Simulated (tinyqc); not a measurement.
## Gate sheet resistance from two finger widths

Problem. At low frequency R = Rsh Wf/(3 L) + B/Wf, where B collects the channel and vertical terms. Find Rsh, B and the width of lowest R.

Inputs (values chosen for the exercise):
- L = 0.069 um (channel length)

input resistance of single fingers, contacted at one end, of width 0.75 and 4.6 um (ohm): 397.89855  131.93237

Solution. R Wf is a straight line in Wf^2; the minimum of R lies where both terms are equal.

Rsh = 3.100 ohm/square
B = 290.0 ohm um
width of lowest R = 4.401 um

Program tinyqc, `OMP_NUM_THREADS=1 python tinyqc.py 2262110 2262111 out.jsonl`; Intel Xeon 2.30GHz, shared host, one thread, about 0.01 s.
